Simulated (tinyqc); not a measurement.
ROHF in the sto-6g basis, for H2+, spin multiplicity 2, step by step. One step of it, computed by the program tinyqc.

Question. Iteration 2 (converged): orbitals. Diagonalise F' = X^T F X, C = X C', fill 1 alpha and 0 beta electrons from the bottom; D(s) = C_occ C_occ^T. Each column has its largest component positive (the first on a tie).

effective F (hartree), order 1H 1s, 2H 1s:
$$\begin{pmatrix}
-0.538617 & -0.434304 \\
-0.434304 & -0.538617
\end{pmatrix}$$

X, order 1H 1s, 2H 1s:
$$\begin{pmatrix}
0.888205 & 0.604959 \\
-0.888205 & 0.604959
\end{pmatrix}$$

Give: F' = X^T F X; orbital energies; coefficients C; D(alpha) after iteration 2; D(beta) after iteration 2.

Answer.

F' = X^T F X (hartree):
$$\begin{pmatrix}
-0.1646 & 0.0000 \\
0.0000 & -0.7121
\end{pmatrix}$$

orbital energies (hartree): MO1 -0.7121, MO2 -0.1646

coefficients C, order 1H 1s, 2H 1s:
$$\begin{pmatrix}
0.6050 & 0.8882 \\
0.6050 & -0.8882
\end{pmatrix}$$

D(alpha) after iteration 2, order 1H 1s, 2H 1s:
$$\begin{pmatrix}
0.3660 & 0.3660 \\
0.3660 & 0.3660
\end{pmatrix}$$

D(beta) after iteration 2, order 1H 1s, 2H 1s:
$$\begin{pmatrix}
0.0000 & 0.0000 \\
0.0000 & 0.0000
\end{pmatrix}$$
